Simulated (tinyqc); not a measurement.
Shortcuts against the integral: sheet resistance and Hall data of a diffused or implanted layer. Computed by tinyqc, a small Python program. Command: `OMP_NUM_THREADS=1 python tinyqc.py 3018727 3018728 out.jsonl layer walk`. One thread of a shared host (Intel(R) Xeon(R) Processor @ 2.30GHz), about 0.01 s of CPU time with the checks.

Carriers are taken equal to the net active doping down to the junction (full ionisation, which deep dopants in wide-gap hosts do not reach; no spill-over, no depletion), and the Hall factor is 1.

Inputs (values chosen for the exercise, modelled on nitrogen in 4H-SiC):
```
quantity                                 value        unit
mu_min                                    39.2  cm^2/(V s)
mu_max                                     971  cm^2/(V s)
N_ref                                    2e+17      1/cm^3
exponent alpha                            0.62           -
peak concentration N_0                 1.8e+18      1/cm^3
length scale l                             140          nm
background doping N_B (opposite type)    2e+14      1/cm^3
```

Profile: Gaussian at the surface. Activation: complete.

Constants: e = 1.602176634e-19 C.

Method:
- N(x) = N_0 exp(-x^2/l^2), dose N_0 l sqrt(pi)/2, junction x_j = l sqrt(ln(N_0/N_B)).
- Mobility mu = mu_min + (mu_max - mu_min)/(1 + (N_t/N_ref)^alpha), N_t = active doping + N_B; carriers n = active doping - N_B, all dopants active.
- Integrals from x_0 (0 unless stated) to x_j by the midpoint rule on 400 even intervals: 1/R_s = e int n mu dx; sheet density n_s = int n dx; Hall sheet density (int n mu dx)^2/int n mu^2 dx; Hall mobility int n mu^2 dx/int n mu dx.
- Mean conductivity 1/(R_s x_j); mean mobility 1/(e n_s R_s).
- Shortcuts: R_s = 1/(e Q mu) with the dose Q and the mobility at the (active) peak concentration; 1/(e n_s mu) with mu at N_t = n_s/x_j + N_B; 1/(e Q mu_max).

sheet resistance R_s = 978.706 ohm

dose = 2.23329e+13 1/cm^2

sheet density n_s = 2.23240e+13 1/cm^2

junction depth x_j = 422.442 nm

Sheet resistances:
```
method                                   R_s (ohm)  deviation (%)
integral                                     978.7          0.000
dose, mobility at the peak                  1219.6         24.612
n_s, mobility at the mean concentration      758.1        -22.543
dose, mu_max                                 287.8        -70.592
```

The closest shortcut is «n_s, mobility at the mean concentration» (-22.5 %). The peak mobility is the lowest in the layer, so with full activation it overestimates R_s.

Extremes, crossings and ranges named in words are read from the listed rows.
